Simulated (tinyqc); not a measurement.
Worked calculation: polytypes by hexagonality, and a cubic inclusion as a quantum well. Values are carried at full precision from step to step, so a last printed digit may differ when a step is redone from the rounded ones.

A layer is h if its two neighbours in the periodic sequence sit on the same site, k otherwise; the hexagonality h is the share of h layers.

Constants: hbar^2/2m0 = 3.80998211 eV angstrom^2.

Parameters, chosen for this exercise (of the order of those of GaN; the results hold for these values, not for the real material):
```
symbol  value           unit      meaning
E3      3.259           eV        gap of the cubic polytype
E2      3.476           eV        gap of 2H
Ev2     0.064           eV        valence top of 2H above that of 3C
P2      -0.0194         C/m^2     spontaneous polarisation of 2H
m       (0.195, 0.195)  m0        electron mass along c in the cubic layer and in the host
d       2.587           angstrom  thickness of a double layer
eps     9.4                       dielectric constant
N       6                         double layers in the cubic inclusion
```

## Hexagonality

Stacking sequences:
```
polytype               sequence
15R             ABCACBCABACABCB
21R       ABCACBACABCBACBCABACB
4H                         ABCB
3C                          ABC
2H                           AB
```

Give the h/k string and h of each.

Hexagonality:
```
polytype             h/k string       h
15R             hkkhkhkkhkhkkhk  0.4000
21R       hkkhkkkhkkhkkkhkkhkkk  0.2857
4H                         hkhk  0.5000
3C                          kkk  0.0000
2H                           hh  1.0000
```

## Gaps and band edges

Gap: E3 + (E2 - E3) h. Valence top Ev2 h and polarisation P2 h, both counted from 3C; Ec = Ev + gap.

Evaluate for each polytype.

Results:
```
polytype  gap (eV)  Ev (eV)  Ec (eV)  P (C/m^2)
15R         3.3458   0.0256   3.3714   -0.00776
21R         3.3210   0.0183   3.3393   -0.00554
4H          3.3675   0.0320   3.3995   -0.00970
3C          3.2590   0.0000   3.2590    0.00000
2H          3.4760   0.0640   3.5400   -0.01940
```

The widest gap is that of 2H, the narrowest that of 3C. Ev and Ec both rise with h, so 3C collects electrons and the more hexagonal side holes: a staggered line-up.

## The bound level without the field

A cubic inclusion of width L = N d in the host (h = 1) is a well of depth V = Ec(host) - Ec(3C). Square well with mass mismatch: k tan(k L/2) = (m_w/m_b) q, k = sqrt(m_w E/c), q = sqrt(m_b (V - E)/c), c = hbar^2/2m0, lowest root. The depth of the level, V - E, is its binding, and the transition to the valence top of the host is gap(host) - (V - E). The step in polarisation gives a field |F| = |P|/(eps eps0) in a thin inclusion, eps0 = 8.8541878e-12 F/m.

Give V, L, the level E, its depth below the host conduction edge and the transition to the valence top of the host, gap(host) - (V - E).

V = 0.2810 eV
L = 15.522 angstrom
E above the bottom = 0.1623 eV
depth below the host edge = 0.1187 eV
transition = 3.3573 eV

The level keeps 42 % of the well depth. The transition lies above the gap of 3C itself (3.259 eV).

## The polarisation field

Give |F|, the drop |F| L, the bound charge |P|/e per cm^2 (e = 1.602176634e-19 C), and, as a first estimate, the shift -|F| L/2 of the transition for an electron centred in the layer and a hole in the host on the high side.

|F| = 2.331 MV/cm
drop = 361.8 meV
bound charge = 1.21e+13 cm^-2
estimated shift = -180.9 meV

The drop is 129 % of the well depth. The host edge on the low side sinks by 181 meV against the centre, more than the 119 meV by which the flat well binds, so the level may not survive the field and the estimate must be checked.

## Checks

- Square-well root against finite differences on a grid of 0.5 angstrom (eV): both 0.162.

Program tinyqc; command `OMP_NUM_THREADS=1 python tinyqc.py 1850310 1850311 out.jsonl`; about 0.03 s on one thread of a shared Intel(R) Xeon(R) Processor @ 2.30GHz.
